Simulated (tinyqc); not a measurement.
## MOSFET in the linear regime without short-channel effects, parameter extraction from computed curves: extraction methods against the temperature

Inversion charge Q = Cox n Vt W0(exp((Vg - VT)/(n Vt))), W0 the Lambert function and n = nf; u = Q/Cox; mobility mu = mu0/(1 + th1 u + th2 u^2); channel resistance Rch = (L - dL)/(W mu Q); Id = Vd/(Rch + Rsd/W). Cox = eps0 eox/tox. Small Vd, no channel-length or drain effects.

From the continuous curve Id(Vg): tangent at peak gm (V_ext = Vg - Id/gm); constant current Id = 0.1 uA W/L; peak of d2Id/dVg2; Y = Id/sqrt(gm) drawn through Vg = VT + 0.6 and VT + 0.8 V, with intercept VT_Y and slope s. Mobilities gm,max L/(W Cox Vd) and s^2 L/(W Cox Vd) with the drawn L. Last column: share of Rsd/W in the total resistance at VT + 0.8 V.

Values chosen for this exercise; channel values of the order met in silicon transistors: relative permittivity of the gate insulator (close to aluminium oxide) eox = 9.22; insulator thickness tox = 19 nm; low-field mobility mu0 = 350 cm^2/(V s); first mobility attenuation factor th1 = 0.41 1/V; second mobility attenuation factor th2 = 0 1/V^2; threshold voltage VT = 0.23 V; body factor nf = 1.49; gate width W = 1 um; drawn gate length L = 1.7 um; drawn less effective length dL = 0.005 um; source plus drain resistance Rsd = 420 ohm um; drain voltage Vd = 0.05 V.

Constants: q = 1.602176634e-19 C, kB = 1.380649e-23 J/K, Vt = kB T/q, eps0 = 8.8541878128e-14 F/cm where lengths are in cm. Results are converted to the units shown.

Extraction methods against the temperature:

| T (K) | V_ext (V) | constant current (V) | second derivative (V) | VT_Y (V) | mobility from gm (cm^2/(V s)) | mobility from Y (cm^2/(V s)) | series share (%) |
|---|---|---|---|---|---|---|---|
| 77 | 0.238 | 0.246 | 0.228 | 0.256 | 293 | 341 | 2.11 |
| 110 | 0.239 | 0.243 | 0.227 | 0.262 | 283 | 336 | 2.08 |
| 150 | 0.239 | 0.236 | 0.225 | 0.268 | 273 | 331 | 2.05 |
| 220 | 0.237 | 0.222 | 0.223 | 0.274 | 260 | 321 | 2.01 |
| 300 | 0.234 | 0.202 | 0.218 | 0.276 | 248 | 310 | 1.96 |
| 370 | 0.229 | 0.183 | 0.214 | 0.276 | 239 | 300 | 1.93 |
| 450 | 0.223 | 0.159 | 0.210 | 0.273 | 231 | 289 | 1.90 |

Read the table: what changes, and by how much?

The model has VT = 0.23 V and mu0 = 350 cm^2/(V s). Over the table the extracted thresholds move by 16 mV (tangent), 88 mV (constant current), 18 mV (second derivative), 20 mV (Y function). The mobility from gm falls from 293 to 231 and that from Y falls from 341 to 289 cm^2/(V s).

tinyqc, about 0.01 s, one thread, Intel Xeon 2.30GHz (shared host): `OMP_NUM_THREADS=1 python tinyqc.py 2210006 2210007 out.jsonl`
